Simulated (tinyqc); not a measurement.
MOS inversion layer, Poisson-Schroedinger loop: one step of the calculation.

Electrons confined at an insulator interface at z = 0, treated as a hard wall; parabolic valleys, Hartree approximation, no image or exchange terms. The depletion charge lies far deeper than the electrons and gives a uniform field q Nd/(eps0 eps_r); the gate balances all charge. Energies are counted from the band edge at the interface.

Question. Closed-form estimates. Triangular well: E_k = a_k (C F^2/mz)^(1/3), a_1 = 2.338107, a_2 = 4.087949, C = hbar^2/(2 m0), F in eV/nm. Fang-Howard (all electrons in the lowest level of set A): b^3 = 6 (mz1/C) q (Nd + 11 Ns/32)/(eps0 eps_r), centroid 3/b, level C b^2/(4 mz1) + (3/b) q (Nd + 11 Ns/16)/(eps0 eps_r). Use F = q (Nd + Ns)/(eps0 eps_r), the surface field, and F = q (Nd + Ns/2)/(eps0 eps_r).

Inputs (values chosen for the exercise); masses and permittivity close to those of 4H silicon carbide (0001):
- eps_r = 9.85 (relative permittivity)
- mz1 = 0.335 m0 (mass along z of valley set A (3 valley(s)))
- Ns = 6e12 cm^-2 (sheet density of electrons)
- Nd = 1e12 cm^-2 (sheet density of depletion charge)

Constants: q = 1.602176634e-19 C, hbar = 1.054571817e-34 J s, m0 = 9.1093837015e-31 kg, eps0 = 8.8541878128e-14 F/cm where lengths are in cm, hbar^2/(2 m0) = 0.0380998212 eV nm^2. Results are converted to the units shown.

Find: A1 with the surface field; A1 with Nd + Ns/2; A2 with Nd + Ns/2; b; Fang-Howard centroid; Fang-Howard level.

Answer.

A1 with the surface field = 0.2886 eV
A1 with Nd + Ns/2 = 0.1987 eV
A2 with Nd + Ns/2 = 0.3475 eV
b = 1.437 1/nm
Fang-Howard centroid = 2.088 nm
Fang-Howard level = 0.2553 eV

Program tinyqc, `OMP_NUM_THREADS=1 python tinyqc.py 2160025 2160026 out.jsonl`; Intel Xeon 2.30GHz, shared host, one thread, about 0.6 s.
